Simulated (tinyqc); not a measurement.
From results back to parameters: WKB tunnelling through a gate dielectric with a two-band (Franz) dispersion. Three cases, with inputs chosen for the exercise.

Problem. In the Fowler-Nordheim regime with a parabolic band J/F^2 is proportional to exp(-B/F), B = (4/3) sqrt(m/c) phi^(3/2), c = hbar^2/2m0, 1 V/angstrom = 100 MV/cm. The ratio below was computed from a hidden barrier.

Constants: hbar^2/2m0 = 3.80998211 eV angstrom^2.

Find: B; phi.

Method. B is the logarithm divided by 1/F1 - 1/F2; then phi = (3 B/(4 sqrt(m/c)))^(2/3). The slope fixes only m phi^3, so the mass must be known.

Case 1.

Values chosen (out of a larger set: of the size used for Al2O3 on silicon; not measured data):
- m = 0.3 m0 (mass at the conduction edge)
- F1 = 7.2 MV/cm (first field)
- F2 = 11 MV/cm (second field)

ln[(J2/F2^2)/(J1/F1^2)] = 5.85774

Solution.

B = 122.09 MV/cm
phi = 2.200 eV

Case 2.

Values chosen (out of a larger set: of the size used for SiO2 on silicon; not measured data):
- m = 0.44 m0 (mass at the conduction edge)
- F1 = 6.3 MV/cm (first field)
- F2 = 11.9 MV/cm (second field)

ln[(J2/F2^2)/(J1/F1^2)] = 20.47440

Solution.

B = 274.10 MV/cm
phi = 3.320 eV

Case 3.

Values chosen (out of a larger set: of the size used for SiO2 on silicon; not measured data):
- m = 0.5 m0 (mass at the conduction edge)
- F1 = 6.5 MV/cm (first field)
- F2 = 10.6 MV/cm (second field)

ln[(J2/F2^2)/(J1/F1^2)] = 17.15224

Solution.

B = 288.24 MV/cm
phi = 3.290 eV

Computed by tinyqc, one run a case: `OMP_NUM_THREADS=1 python tinyqc.py N N+1 out.jsonl` with N = 1480199, 1480201, 1480213; one thread of a shared Intel(R) Xeon(R) Processor @ 2.30GHz, about 0.01 s a run at most.
